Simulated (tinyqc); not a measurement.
Donor binding, ionisation and the Mott limit: one step of the calculation.

Hydrogenic donor: Ry = (m0 q^3/(8 eps0^2 h^2)) me/eps_r^2 in eV, E0 = cc Ry, radius a = q/(8 pi eps0 eps_r E0), Mott density Nm = (0.26/a)^3. Below Nm the level sinks as Ed = E0 [1 - (N/Nm)^(1/3)]. Neutrality: Nc F12(eta) = N/(1 + 2 exp(eta + Ed/kB T)), F12(x) = (2/sqrt(pi)) int_0^infinity sqrt(u)/(1 + exp(u - x)) du.

Task. Ionisation. Solve the neutrality equation for eta. Boltzmann form: with k = (Nc/2) exp(-Ed/kB T) the ionised share is [-k + sqrt(k^2 + 4 k N)]/(2 N).

Parameters, values chosen for the exercise; band and dielectric values close to those of 4H silicon carbide: temperature T = 200 K; conduction-band density of states at 200 K Nc = 9.25e18 cm^-3; donor density N = 1.5e18 cm^-3.

Constants: q = 1.602176634e-19 C, kB = 1.380649e-23 J/K, Vt = kB T/q. Results are converted to the units shown.

Ed = 19.797490 meV

Wanted: eta; ionised share; n; ionised share, Boltzmann form.

Result.

eta = -2.2816
ionised share = 60.820 %
n = 9.1230e17 cm^-3
ionised share, Boltzmann form = 61.416 %

With the level held at E0 the share would be 31.6 %.

Range of the model: A sharp level with degeneracy 2 overstates freeze-out near Nm, where the impurity band broadens and merges with the conduction band.

tinyqc, about 0.01 s, one thread, Intel Xeon 2.30GHz (shared host): `OMP_NUM_THREADS=1 python tinyqc.py 2330047 2330048 out.jsonl`
